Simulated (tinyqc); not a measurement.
Inside a calculation. Model: scattering of inversion-layer electrons by surface optical phonons of the gate insulator (remote phonon scattering). Computed by tinyqc, a small Python program that keeps every step. Command: `OMP_NUM_THREADS=1 python tinyqc.py 3111528 3111529 out.jsonl sophonon walk`. One thread of a shared host (Intel(R) Xeon(R) Processor @ 2.30GHz), about 0.02 s of CPU time with the checks. Intermediate numbers are printed to about 6 digits and carried at full precision; extremes and crossings named in words are read from the listed rows.

One subband with the Fang-Howard envelope; insulator and channel are half-spaces, the gate is far away, and an interlayer only moves the polar surface away by t (its own modes and its permittivity contrast are left out).

Inputs (values chosen for the exercise, modelled on SiO2 on germanium):

| quantity | value | unit |
|---|---|---|
| static constant of the insulator eps_0s | 3.95 | - |
| intermediate constant eps_i | 3.04 | - |
| optical constant eps_inf | 2.51 | - |
| hbar omega_TO1 | 55.7 | meV |
| hbar omega_TO2 | 135 | meV |
| constant of the channel eps_s | 16.2 | - |
| in-plane mass m | 0.117 | m_0 |
| valleys g_v | 4 | - |
| sheet density n | 1.2e+12 | 1/cm^2 |
| mean distance of the electrons z0 = 3/b | 1.5 | nm |
| interlayer thickness t | 0.87 | nm |
| temperature T | 250 | K |
| electron energy E | 33 | meV |
| mobility from other processes | 350 | cm^2/(V s) |

Screening by the channel electrons: static.

Constants: k_B = 8.617333262e-05 eV/K; hbar^2/(2 m_0) = 3.80998212 eV angstrom^2; e^2/(4 pi eps_0) = 14.39964548 eV angstrom; hbar = 6.582119569e-16 eV s; e = 1.602176634e-19 C; m_0 = 9.1093837015e-31 kg.

## Surface modes and strengths

eps(w) = eps_inf + (eps_0s - eps_i) w1^2/(w1^2 - w^2) + (eps_i - eps_inf) w2^2/(w2^2 - w^2). Surface modes solve eps(w) + eps_s = 0, a quadratic in w^2; the strength of a mode is g = 2/(w d eps/dw). Occupation N = 1/(exp(hbar w/(k_B T)) - 1).

hbar omega_SO (meV): 1 56.994, 2 136.917

strengths g: 1 0.00231933, 2 0.00150023

occupations N: 1 0.0763857, 2 0.0017403

hbar omega g (2 N + 1) (meV): 1 0.152383, 2 0.206122

The lower mode has the larger hbar omega g N, the prefactor of absorption before the dependence on q: 0.0101 and 3.57e-4 meV.

## The electron gas

Density of states D = g_v m/(pi hbar^2); eta = E_F/(k_B T) = ln(exp(n/(D k_B T)) - 1); screening wave number q_s = e^2 D/(2 eps_0 eps_avg) x 1/(1 + exp(-eta)), eps_avg = (eps_s + eps_inf)/2; b = 3/z0.

D = 1.95498e+14 1/(eV cm^2)

eta = -1.10970

q_s = 0.468764 1/nm

b = 2 1/nm

## Squared matrix elements

For a mode of strength g, without the occupation factor, Area x |M(q)|^2 = e^2 hbar w g/(2 eps_0 q) x (b/(b + q))^6 exp(-2 q t) / (1 + (q_s/q) H(q))^2, H = (1 + 9 x/8 + 3 x^2/8)/(1 + x)^3, x = q/b.

Area x |M|^2 (meV^2 nm^2):

| q (1/nm) | (b/(b + q))^6 | exp(-2 q t) | mode 1 | mode 2 |
|---|---|---|---|---|
| 0.05 | 0.862297 | 0.916677 | 190.872 | 296.594 |
| 0.10 | 0.746215 | 0.840297 | 268.907 | 417.853 |
| 0.20 | 0.564474 | 0.706099 | 270.997 | 421.100 |
| 0.30 | 0.432328 | 0.593333 | 209.484 | 325.516 |
| 0.50 | 0.262144 | 0.418952 | 99.329 | 154.347 |
| 0.80 | 0.132810 | 0.248578 | 28.221 | 43.853 |
| 1.20 | 0.059605 | 0.123935 | 5.354 | 8.320 |

## Rates at the energy E

Approximate momentum relaxation rate, taking tau v alike in the initial and final states: 1/tau = (m/(2 pi hbar^3)) sum over modes and over absorption (N, E' = E + hbar w) and emission (N + 1, E' = E - hbar w > 0) of [(1 - f(E'))/(1 - f(E))] int_0^(2 pi) Area |M(q)|^2 (1 - cos theta) d theta, q^2 = k^2 + k'^2 - 2 k k' cos theta, f the Fermi function; 48 midpoints in theta from 0 to pi.

rates (1/ps): mode 1 absorption 0.00874323, mode 1 emission 0.00000000, mode 2 absorption 0.00014728, mode 2 emission 0.00000000

tau at E = 112479 fs

## Mobility

mu = (e/m) int tau E f (1 - f) dE/(k_B T int f dE), by 300 midpoints from 0 to (max(eta, 0) + 14) k_B T; Matthiessen sum with the other processes.

remote-phonon mobility = 1.18108e+06 cm^2/(V s)

total mobility = 349.896 cm^2/(V s)

loss of mobility = 0.0296250 %

Caution: a relaxation time is only an approximation for inelastic scattering, and static or no screening brackets the true dynamic screening only roughly.

## What an interlayer buys

The formulas are those given above.

Against the interlayer thickness:

| t (nm) | remote-phonon mobility (cm^2/(V s)) | total (cm^2/(V s)) |
|---|---|---|
| 0.0 | 3.76872e+05 | 349.675 |
| 0.3 | 5.63754e+05 | 349.783 |
| 0.6 | 8.35810e+05 | 349.853 |
| 1.0 | 1.39065e+06 | 349.912 |
| 1.5 | 2.55341e+06 | 349.952 |
| 2.0 | 4.52931e+06 | 349.973 |
| 3.0 | 1.28410e+07 | 349.990 |

1 nm of interlayer raises the remote-phonon mobility by a factor 3.69, as exp(2 q t) with an effective q of 0.65 per nm; between 2 and 3 nm the effective q is 0.52. The total stays at 350 over the first nanometre.

Checks made by the program: sum of strengths against 1/(eps_s + eps_inf) - 1/(eps_s + eps_0s) (relative difference below 1e-10).
